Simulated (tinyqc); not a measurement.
Worked calculation: finite-difference solution of the diffusion equation on a small grid. Computed by tinyqc, a small Python program that keeps every step. Command: `OMP_NUM_THREADS=1 python tinyqc.py 3006770 3006771 out.jsonl fdiff walk`. One thread of a shared host (Intel(R) Xeon(R) Processor @ 2.30GHz), about 0.01 s of CPU time with the checks. Intermediate numbers are printed to about 7 digits and carried at full precision; extremes and crossings named in words are read from the listed rows.

dC/dt = D d2C/dx2 on nodes x_j = j dx, j = 0..7; the far end is sealed.

Inputs (values chosen for the exercise):
```
quantity,value,unit
diffusivity D,0.24,nm^2/s
grid spacing dx,50,nm
time step dt,12000,s
final time t_f,192000,s
```

Boundary at x = 0: sealed surface. Scheme: implicit.

start values C_j, j = 0, 1, ... (% of a reference): [66.8, 100, 62.5, 32.5, 4.67, 0, 0, 0]

## Mesh ratio and operator

The operator M acts as (M C)_j = C_(j-1) - 2 C_j + C_(j+1); at the sealed far end a mirror node gives 2 C_(N-2) - 2 C_(N-1); at j = 0, a mirror node gives 2 C_1 - 2 C_0. r = D dt/dx^2.

mesh ratio r = 1.152

operator M:
```
,0,1,2,3,4,5,6,7
0,-2,2,0,0,0,0,0,0
1,1,-2,1,0,0,0,0,0
2,0,1,-2,1,0,0,0,0
3,0,0,1,-2,1,0,0,0
4,0,0,0,1,-2,1,0,0
5,0,0,0,0,1,-2,1,0
6,0,0,0,0,0,1,-2,1
7,0,0,0,0,0,0,2,-2
```

## Amplification factors

The mode of M with eigenvalue mu has its amplitude multiplied per step by g = (1 + (1 - theta) r mu)/(1 - theta r mu), with theta = 0 explicit, 1 implicit, 1/2 Crank-Nicolson; the explicit scheme is stable for r up to 2/|mu_min|.

eigenvalues mu of M: [-4.000000, -3.801938, -3.246980, -2.445042, -1.554958, -0.753020, -0.198062, 0.000000]

factors g: [0.178317, 0.185879, 0.210947, 0.262007, 0.358254, 0.535481, 0.814221, 1.000000]

largest stable r of the explicit scheme = 0.5

The smallest factor is 0.178: no mode changes sign, and all decay but one with mu = 0 where there is such a mode.

## Time step 1

C at the start (%): [66.80, 100.00, 62.50, 32.50, 4.67, 0.00, 0.00, 0.00]

With r = D dt/dx^2: (1 - theta r M) C(new) = (1 + (1 - theta) r M) C(old); theta = 0 explicit, 1 implicit, 1/2 Crank-Nicolson.

C after step 1 (%): [73.17358, 75.93989, 57.82068, 35.63957, 16.18377, 6.72257, 3.09693, 2.15960]

## Time step 2

The formulas are those given above.

C after step 2 (%): [67.48401, 65.01458, 53.06137, 36.97681, 22.05305, 12.22416, 7.17094, 5.65419]

## All steps

The run takes n = round(t_f/dt) steps of length t_f/n. The dose is the trapezoidal sum of C dx; the error is the largest difference from exp(M D t/dx^2) C(0), the exact time evolution on the same grid.

Course of the run:
```
step,t (s),C_1,C_4,dose (% nm),largest error
1,12000,75.93989,16.18377,11653.5,4.370620
2,24000,65.01458,22.05305,11653.5,2.714601
3,36000,58.12488,25.40623,11653.5,2.360394
4,48000,53.09223,27.49466,11653.5,2.406129
5,60000,49.21027,28.88814,11653.5,2.231590
6,72000,46.14785,29.87017,11653.5,2.019905
7,84000,43.70401,30.59196,11653.5,1.813778
...,...,...,...,...,...
10,120000,38.87233,31.89828,11653.5,1.274709
11,132000,37.83167,32.16467,11653.5,1.121152
12,144000,36.98650,32.37841,11653.5,0.980694
13,156000,36.29950,32.55076,11653.5,0.853373
14,168000,35.74074,32.69019,11653.5,0.739002
15,180000,35.28613,32.80324,11653.5,0.637140
16,192000,34.91615,32.89503,11653.5,0.547122
```

C at the end (%): [35.09445, 34.91615, 34.41668, 33.69526, 32.89503, 32.17447, 31.67607, 31.49824]

largest error at t_f = 0.5471216 %

final dose = 11653.5 % nm

final C_4 = 32.89503 %

The time-step error at the end is 0.55 on a scale of 35.1. Both ends are sealed, so the dose is conserved exactly, whatever the step.

## The three schemes as the step is halved

Each run reaches t_f in n equal steps; errors are the largest difference from exp(M D t_f/dx^2) C(0). A dash marks unstable explicit runs.

Largest error at t_f (%):
```
steps n,r,explicit,implicit,Crank-Nicolson
4,4.608,-,2.382002,8.867504e+00
8,2.304,-,1.134249,4.735718e-01
16,1.152,-,0.547122,1.983133e-02
32,0.576,-,0.267549,4.958194e-03
64,0.288,0.1284302,0.132115,1.239615e-03
128,0.144,0.0647005,0.065621,3.099081e-04
256,0.072,0.0324684,0.032698,7.747729e-05
```

From the last two rows, halving the step divides the error by 1.99 (explicit), 2.01 (implicit), 4.00 (Crank-Nicolson): a factor 2 marks first order in dt and 4 second order. The explicit scheme needs n of at least 37 to be stable; the other two are stable at any step.

Checks made by the program: matrix exponential against 4096 Crank-Nicolson steps (relative difference 9e-09).
